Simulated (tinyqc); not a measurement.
Rapid thermal processing of a wafer: radiative balance, ramp and cooling, pattern effects, pyrometer error and spike budget: one step, computed by the program tinyqc.

The wafer is opaque and uniform through its thickness unless said otherwise; temperatures in formulas are in kelvin (C + 273.15). sigma = 5.670374419e-12 W/(cm^2 K^4).

Question. Power to hold and to ramp. Effective emissivity between parallel grey plates: eps_eff = 1/(1/eps + 1/(1 - r) - 1). Loss per area q(T) = 2 eps_eff sigma (T^4 - T_w^4) + h (T - T_w). Absorbed power during a ramp = q(T) + C d x ramp rate; thermal time constant tau = C d/(dq/dT), dq/dT = 8 eps_eff sigma T^3 + h; natural cooling rate q/(C d); front-to-back difference under one-sided heating at the end of the ramp = (absorbed power) d/(2 k).

Inputs (values chosen for the exercise, modelled on a hot silicon wafer):
```
quantity                                              value         unit
wafer thickness d                                       775   micrometre
heat capacity per volume C                             2.17   J/(cm^3 K)
thermal conductivity k                                 0.27     W/(cm K)
emissivity eps of each face                            0.56            -
reflectivity of the chamber walls r                    0.84            -
gas heat-transfer coefficient h, both faces together   0.52  mW/(cm^2 K)
wall temperature T_w                                    300            K
process temperature                                     681            C
ramp rate                                               100          K/s
```

Give: eps_eff; holding power q; power at the end of the ramp; dq/dT; time constant tau; natural cooling rate; front-to-back difference.

Answer.

eps_eff = 0.1421

holding power q = 1.663 W/cm^2

power at the end of the ramp = 18.48 W/cm^2

dq/dT = 6.121 mW/(cm^2 K)

time constant tau = 27.48 s

natural cooling rate = 9.889 K/s

front-to-back difference = 2.652 K

Radiation carries 80 % of the loss. The ramp needs 11.1 times the holding power.
